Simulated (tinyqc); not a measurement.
From results back to parameters: Wannier-Stark ladder of a miniband. Three cases, with inputs chosen for the exercise.

Problem. The lines of a Wannier-Stark ladder are spaced by e F d, and the strengths of the lines j = 1 and j = 0 stand as J_1(x)^2/J_0(x)^2 with x = W/(2 e F d) below the first zero of J_0, 2.405; 1 kV/cm = 0.01 meV/angstrom. Both were computed from hidden F and W.

Case 1.

Values chosen (out of a larger set: near those of an InGaAs/InAlAs superlattice; not measured data): d = 104 angstrom (period).

spacing = 2.600 meV
ratio = 1.31879

Case 2.

Values chosen (out of a larger set: near those of a GaAs/AlGaAs superlattice; not measured data): d = 102 angstrom (period).

spacing = 2.040 meV
ratio = 1.09878

Case 3.

Values chosen (out of a larger set: near those of a non-polar GaN/AlGaN superlattice; not measured data): d = 48 angstrom (period).

spacing = 13.920 meV
ratio = 0.485354

Find: F; x; W.

Solution. J_1/J_0 rises steadily from 0 to infinity on that interval, so the ratio fixes x, and W = 2 x e F d.

Case 1.

F = 2.50 kV/cm
x = 1.538
W = 8.0 meV

Case 2.

F = 2.00 kV/cm
x = 1.471
W = 6.0 meV

Case 3.

F = 29.0 kV/cm
x = 1.149
W = 32.0 meV

Computed by tinyqc, one run a case: `OMP_NUM_THREADS=1 python tinyqc.py N N+1 out.jsonl` with N = 1281717, 1281720, 1281786; one thread of a shared Intel(R) Xeon(R) Processor @ 2.30GHz, about 0.01 s a run at most.
